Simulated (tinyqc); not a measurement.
## Film and buried-oxide thickness from two coupling ratios

Inverse problem. In a depleted film -dVT/dVb is k1 = Cs Cbox/(Cox (Cs + Cbox)) for a front channel and k2 = Cbox (Cox + Cs)/(Cox Cs) for a back channel, with Cox = eps0 eox/tox, Cs = eps0 eps_r/ts, Cbox = 3.9 eps0/tb. Find ts and tb.

Inputs (values chosen for the exercise); band and dielectric values close to those of silicon: relative permittivity eps_r = 11.6; relative permittivity of the gate insulator (close to silicon dioxide) eox = 3.9; insulator thickness tox = 4.5 nm.

coupling ratios for a front and a back channel: 0.23619910  0.81167109

Solution. With y = Cox/Cs and z = Cox/Cbox, 1/k1 = y + z and k2 = (1 + y)/z, so y = (k2/k1 - 1)/(1 + k2); the thicknesses follow from y and z.

ts = 18.00 nm
tb = 13.00 nm

Computed by the program tinyqc: `OMP_NUM_THREADS=1 python tinyqc.py 2190046 2190047 out.jsonl`, one thread of a shared Intel Xeon 2.30GHz, about 0.4 s for the whole run.
